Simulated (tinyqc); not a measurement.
Inside a calculation. Model: Heisenberg spin cluster by exact diagonalisation: multiplets, susceptibility, level crossings. Computed by tinyqc, a small Python program that keeps every step. Command: `OMP_NUM_THREADS=1 python tinyqc.py 3015060 3015061 out.jsonl spincl walk`. One thread of a shared host (Intel(R) Xeon(R) Processor @ 2.30GHz), about 0.01 s of CPU time with the checks. Intermediate numbers are printed to about 6 digits and carried at full precision; extremes and crossings named in words are read from the listed rows.

H = J1 sum S_i.S_j over the bonds 1-2 - g mu_B B S_z; J > 0 is antiferromagnetic.

Inputs (values chosen for the exercise, for a model cluster):

| quantity | value | unit |
|---|---|---|
| exchange J1 | -13.9 | meV |
| g factor | 1.98 | - |
| temperature T | 25 | K |
| field B | 16 | T |

Cluster: dimer. Spin s of each site: 1.

Constants: k_B = 8.617333262e-05 eV/K; mu_B = 5.7883818060e-05 eV/T.

## The block with S_z = 0

Basis: products of m values. S_i.S_j = m_i m_j on the diagonal and (1/2) sqrt[s(s+1) - m_i(m_i+1)] sqrt[s(s+1) - m_j(m_j-1)], s the spin of a site, between states that differ by one flip up and one down.

H at B = 0 (meV):
```
       +1 -1  0 0  -1 +1
+1 -1   13.9  -13.9    0.0
+0 0  -13.9    0.0  -13.9
-1 +1    0.0  -13.9   13.9
```

## Multiplets

Every multiplet has one member in the block S_z = 0; diagonalise it and read the total spin from <S^2> = S (S + 1).

Levels at B = 0:

| E (meV) | total S | number of multiplets |
|---|---|---|
| -13.9 | 2 | 1 |
| 13.9 | 1 | 1 |
| 27.8 | 0 | 1 |

ground energy = -13.9 meV

gap to the next level = 27.8 meV

The ground state has S = 2; the next level has S = 1. The highest spin, S = 2, lies at -13.9 meV, s^2 times the sum of all J, s the spin of a site.

## Thermal averages at zero field

Z = sum k (2S + 1) exp(-E/(k_B T)) over the table, k the number of multiplets; <S^2> likewise with the factor S (S + 1); chi T = N_A g^2 mu_B^2 <S^2>/(3 k_B) = 0.125049 g^2 <S^2> cm^3 K/mol (cgs, per mole of clusters); C = (<E^2> - <E>^2)/(k_B T)^2; entropy = ln Z + <E>/(k_B T).

<S^2> = 5.99999

chi T = 2.94145 cm^3 K/mol

heat capacity = 2.48825e-04 k_B

entropy = 1.60946 k_B

Free spins would give <S^2> = 4 and the entropy 2.197 k_B; chi T is 150 % of the free value.

## Magnetisation in the field

Each multiplet splits as E - g mu_B B m; <S_z> is the Boltzmann mean. The first level crossing is at the smallest (E_S - E_0)/(g mu_B (S - S_0)) over higher spins (0 if the ground state has the highest spin).

<S_z> = 1.32701

first crossing field = 0 T

Linear response would give g mu_B B <S^2>/(3 k_B T) = 1.70.

## Susceptibility against the Curie-Weiss form

High-temperature form: chi T = C0/(1 - theta/T), C0 = 0.125049 g^2 n s (s + 1), k_B theta = -(2/3) s (s + 1) (sum of J over bonds)/n, n = 2; a dash where T <= 1.05 theta.

theta = 107.535 K

Against temperature:

| T (K) | chi T (cm^3 K/mol) | Curie-Weiss | chi (cm^3/mol) | C (k_B) |
|---|---|---|---|---|
| 16 | 2.94145 | - | 0.183841 | 4.27223e-07 |
| 32 | 2.94140 | - | 0.091919 | 2.56430e-03 |
| 56 | 2.93765 | - | 0.052458 | 6.50827e-02 |
| 97 | 2.89619 | - | 0.029858 | 2.60459e-01 |
| 160 | 2.77144 | 5.98029 | 0.017322 | 3.49092e-01 |
| 260 | 2.58308 | 3.34406 | 0.009935 | 2.59747e-01 |
| 400 | 2.41361 | 2.68199 | 0.006034 | 1.49881e-01 |
| 640 | 2.26377 | 2.35700 | 0.003537 | 6.97502e-02 |
| 1300 | 2.11737 | 2.13781 | 0.001629 | 1.89680e-02 |
| 2600 | 2.04071 | 2.04557 | 0.000785 | 4.95383e-03 |

The Curie-Weiss form is within 3 % in the last 2 rows. chi keeps rising on cooling, towards the Curie law of the S = 2 ground state; among these rows C is largest at 160 K, and the gap is 323 K.

Checks made by the program: the trace of H and the count of states (relative difference below 1e-10).
